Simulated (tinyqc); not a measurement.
Inside a calculation. Model: frequency dispersion of an accumulation capacitance by border traps, distributed model.

tinyqc, about 0.5 s, one thread, Intel Xeon 2.30GHz (shared host): `OMP_NUM_THREADS=1 python tinyqc.py 2202160 2202161 out.jsonl` Printed values are rounded.

Traps spread evenly through the insulator exchange electrons with the semiconductor by tunnelling, with tau(x) = t0 exp(2 ka x) at depth x from the interface. The admittance per area Y seen at depth x obeys dY/dx = -Y^2/(i w eps0 eox) + q Nb ln(1 + i w tau)/tau, with Y(0) = i w Cs and w = 2 pi f; the gate sees Y(tox) = G + i w C. Working variable y = Y/(i w), in uF/cm^2. Cox = eps0 eox/tox.

Values chosen for this exercise; permittivity close to that of aluminium oxide:
- eox = 8.63 (relative permittivity of the insulator)
- tox = 4.9 nm (insulator thickness)
- Cs = 6.3 uF/cm^2 (semiconductor capacitance in accumulation)
- Nb = 9.8e18 cm^-3 eV^-1 (density of border traps)
- ka = 3.6 1/nm (decay constant of the wave function in the insulator)
- t0 = 2e-10 s (time constant of a trap at the interface)
- f = 100 Hz (frequency)
- xe = 2.9 nm (depth down to which the steps are taken)

Constants: q = 1.602176634e-19 C, eps0 = 8.8541878128e-14 F/cm where lengths are in cm. Results are converted to the units shown.

## Scales and lumped estimate

Cox; trap-free value 1/(1/Cox + 1/Cs); response depth d = ln(1/(w t0))/(2 ka), where w tau = 1; lumped estimate: all traps within d act as C_bt = q Nb d placed at d/2, so C = 1/{1/[1/(1/Cs + d/(2 eps0 eox)) + C_bt] + (tox - d/2)/(eps0 eox)}.

Cox = 1.559421 uF/cm^2
trap-free C = 1.250010 uF/cm^2
d = 2.206897 nm
C_bt = 0.3465122 uF/cm^2
lumped C = 1.296717 uF/cm^2

The traps within reach amount to 0.0550 Cs and lie in the first 45.0 % of the insulator.

## Midpoint steps through the active depth

In terms of y: dy/dx = -y^2/(eps0 eox) + s(x), s = q Nb ln(1 + z)/z, z = i w tau. 11 midpoint steps of h = xe/11: y_half = y + (h/2) y'(x, y), y(new) = y + h y'(x + h/2, y_half).

```
point,x (nm),s (uF/(cm^2 nm)),y (uF/cm^2)
0,0,0.1570133+0.0000000i,6.300000+0.000000i
1,0.2636364,0.1570133-0.0000001i,5.245451+0.000000i
2,0.5272727,0.1570133-0.0000004i,4.494733+0.000000i
3,0.7909091,0.1570133-0.0000029i,3.937061+0.000000i
4,1.054545,0.1570133-0.0000196i,3.508580-0.000002i
5,1.318182,0.1570132-0.0001306i,3.170385-0.000014i
6,1.581818,0.1570069-0.0008716i,2.897588-0.000097i
7,1.845455,0.1567269-0.0058012i,2.673581-0.000652i
8,2.109091,0.1458168-0.0347301i,2.486433-0.004302i
9,2.372727,0.0607358-0.0588957i,2.317246-0.018572i
10,2.636364,0.0108747-0.0220513i,2.152347-0.025182i
11,2.9,0.0016707-0.0053308i,2.005109-0.024370i
```

## Capacitance and conductance at the gate

y at xe = 2.005109-0.024370i uF/cm^2

Beyond xe the traps are ignored, so 1/y(tox) = 1/y(xe) + (tox - xe)/(eps0 eox); C = Re y, G/w = -Im y, loss tangent G/(w C).

y at the gate = 1.315027-0.010481i uF/cm^2
C = 1.315027 uF/cm^2
G/w = 0.01048126 uF/cm^2
loss tangent = 0.007970376

A fine integration over the whole insulator gives C = 1.3084 and G/w = 0.01092 uF/cm^2; the coarse G/w is 4.0 % below that. The fine C is 4.7 % above the trap-free value, and the lumped estimate is 0.89 % below the fine result.
